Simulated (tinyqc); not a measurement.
sp3s* tight binding: sweeps and comparisons. A value that a table varies takes the place of the one given here.

sp3s* tight binding, nearest neighbours only: anion (a) at 0, cation (c) at a/4 (1,1,1), orbitals s, px, py, pz, s* on each; k in units of 2 pi/a. With phases e_j = exp(i (pi/2) k.n_j) for n = (1,1,1), (1,-1,-1), (-1,1,-1), (-1,-1,1): g0 = (e1+e2+e3+e4)/4, g1 = (e1+e2-e3-e4)/4, g2 = (e1-e2+e3-e4)/4, g3 = (e1-e2-e3+e4)/4. The diagonal holds the levels Esa, Epa, Exa (s*) and Esc, Epc, Exc. Anion-cation block: <sa|sc> = Vss g0; <sa|xc> = Vsapc g1; <xa|sc> = -Vscpa g1; <xa|xc> = Vxx g0; <xa|yc> = <ya|xc> = Vxy g3, <xa|zc> = <za|xc> = Vxy g2, <ya|zc> = <za|yc> = Vxy g1; <s*a|xc> = Vxapc g1; <xa|s*c> = -Vpaxc g1; y and z take g2 and g3 in place of g1; s-s* and s*-s* vanish.

Values chosen for the exercise (near a published set for GaAs, fitted to gaps, whose masses and valley positions are rough; shifted at random, so the results belong to these values and not to a real crystal): Esa = -8.327 eV (s level of the anion); Epa = 1.047 eV (p level of the anion); Esc = -2.646 eV (s level of the cation); Epc = 3.663 eV (p level of the cation); Exa = 8.544 eV (s* level of the anion); Exc = 6.744 eV (s* level of the cation); Vss = -6.411 eV (s-s); Vxx = 1.953 eV (px-px); Vxy = 5.076 eV (px-py); Vsapc = 4.509 eV (s anion, p cation); Vscpa = 5.781 eV (s cation, p anion); Vxapc = 4.833 eV (s* anion, p cation); Vpaxc = 4.829 eV (p anion, s* cation); eta = 3 (scaling exponent); D001 = 0.89 (ratio -ezz/exx).

## What the s* orbital does

The s* couplings Vxapc and Vpaxc are scaled by f; f = 0 is the plain sp3 model. Gaps from the top of the valence band at Gamma; the Delta value is the minimum on (x,0,0), 0.5 <= x <= 1.

Gaps (eV):
```
f,Gamma,Delta,L,x of the minimum
0.00,1.5211,4.0648,2.9064,0.500
0.25,1.5211,3.9404,2.7964,0.500
0.50,1.5211,3.6266,2.5070,0.500
0.75,1.5211,3.0509,2.1165,1.000
0.90,1.5211,2.4425,1.8605,1.000
1.00,1.5211,2.0314,1.6863,1.000
1.10,1.5211,1.6184,1.5108,1.000
```

The gap at Gamma stays, since g1 to g3 vanish there. From f = 0 to 1 the s* levels lower the Delta value by 2.033 eV and L by 1.220 eV. For f = 0, 0.25 and 0.5 the least value lies at x = 0.5, the end of the range: any valley further out lies above that value until s* has lowered it enough. The lowest of the three is Gamma at both f = 0 and f = 1.

## Hydrostatic strain (sp3s* tight binding, strained)

Strain e moves each bond vector to d = (1 + e) d0 (no internal displacement for the diagonal strains used here) and k is given in fractions of the strained reciprocal cell, so the phases stay. Two-centre values Vss_sigma = Vss/4, Vsp_sigma = sqrt3 V/4 for each s-p and s*-p pair, Vpp_sigma = (Vxx + 2 Vxy)/4, Vpp_pi = (Vxx - Vxy)/4 are scaled by (d0/d)^eta and combined with the new direction cosines; the levels on the diagonal stay.

exx = eyy = ezz = e. Gaps as measured from the top of the valence band; the deformation potentials are (gap(0.01) - gap(-0.01))/0.06.

Gaps (eV):
```
e,Gamma,Delta,L,x of the minimum
-0.03,2.2435,2.0149,2.0317,1.000
-0.02,1.9915,2.0190,1.9113,1.000
-0.01,1.7509,2.0246,1.7962,1.000
0.00,1.5211,2.0314,1.6863,1.000
0.01,1.3017,2.0393,1.5815,1.000
0.02,1.0920,2.0482,1.4818,1.000
0.03,0.8917,2.0579,1.3870,1.000
```

gap deformation potentials (eV): Gamma -7.487, Delta 0.246, L -3.578

Per unit of volume strain the gaps move by -7.49 (Gamma), +0.25 (Delta) and -3.58 eV (L). The lowest valley changes from the Delta line to L between e = -0.03 and -0.02 and from L to Gamma between e = -0.02 and -0.01. These potentials follow from the one exponent eta, which fitted models replace by one for each integral; with it the sizes are rough, the sign for Delta can be wrong (in Si, Ge and the III-V crystals measured values are small and positive), and the pressures at which valleys cross, and which valley takes over, are rough too. A gap of zero, where one is listed, marks an s level that has sunk below the valence top.

## Biaxial strain splits the top of the valence band (sp3s* tight binding, strained)

No spin-orbit coupling; k = 0; exx = eyy = e, ezz = -D001 e. The four bonds keep equal lengths, and the sums over them give Vxx(e) for px and py and Vzz(e) for pz; each level is the lower root of [[Epa, V], [V, Epc]], and the s level the upper root of the s block. The shear potential b follows from E(x,y) - E(z) = 3 b (exx - ezz), taken as the slope between e = -0.005 and 0.005.

Couplings and levels at Gamma (eV):
```
e,ezz,Vxx(e),Vzz(e),"E(x,y)",E(z),"E(x,y) - E(z) (meV)",upper s level
-0.020,0.0178,1.8635,2.2610,0.0782,-0.2571,335.4,1.6550
-0.010,0.0089,1.9095,2.1048,0.0405,-0.1231,163.6,1.5905
-0.005,0.0044,1.9316,2.0284,0.0222,-0.0585,80.8,1.5581
0.005,-0.0044,1.9738,1.8788,-0.0129,0.0658,-78.7,1.4930
0.010,-0.0089,1.9941,1.8056,-0.0298,0.1254,-155.2,1.4604
0.020,-0.0178,2.0327,1.6627,-0.0622,0.2395,-301.6,1.3949
```

b = -2.811 eV

Under tension in the plane (e > 0) the bonds tilt towards the plane, Vxx grows to 1.9941 and Vzz falls to 1.8056 eV at e = 0.01, and the pz state forms the top of the valence band, by 155.2 meV; under compression (e = -0.01) the px, py pair does, by 163.6 meV. The slope gives b = -2.81 eV, a rough value, since on-site strain terms are left out (measured values lie near -2 eV).

## What each parameter does

Gaps from the top of the valence band at Gamma; Delta is the minimum on (x,0,0), 0.5 <= x <= 1. Each row changes one parameter from the base and keeps the others.

Results:
```
case,Ev (eV),gap Gamma (eV),gap Delta (eV),gap L (eV)
base,0.0045,1.5211,2.0314,1.6863
Epa = 1.347 eV,0.2345,1.2911,1.8014,1.4827
Epc = 3.463 eV,-0.0414,1.5670,1.9619,1.6868
Vss = -6.611 eV,0.0045,1.7044,2.0314,1.7351
Exa = 8.844 eV,0.0045,1.5211,2.1245,1.7098
Exc = 6.944 eV,0.0045,1.5211,2.0314,1.6981
Esc = -2.446 eV,0.0045,1.6622,2.0314,1.7660
```

The largest shifts from the base row, up to three for each result and ties (the steps differ in size, so this ranks the rows, not the parameters). Ev (eV): Epa +0.2300, Epc -0.0459; unchanged at the printed digits by Vss, Exa, Exc and Esc. gap Gamma (eV): Epa -0.2300, Vss +0.1833, Esc +0.1411; unchanged at the printed digits by Exa and Exc. gap Delta (eV): Epa -0.2300, Exa +0.0931, Epc -0.0695; unchanged at the printed digits by Vss, Exc and Esc. gap L (eV): Epa -0.2036, Esc +0.0797, Vss +0.0488. Exa and Exc cannot move Ev or the gap at Gamma, whose blocks do not hold them; s parameters never move Ev, and move the gap only where the lowest empty level at Gamma is s-like.

Computed by tinyqc, a small Python program: `OMP_NUM_THREADS=1 python tinyqc.py 1480159 1480160 out.jsonl` (the numbers bound the seed that draws the inputs); one thread of a shared host (Intel(R) Xeon(R) Processor @ 2.30GHz), about 0.2 s for the whole set of steps.
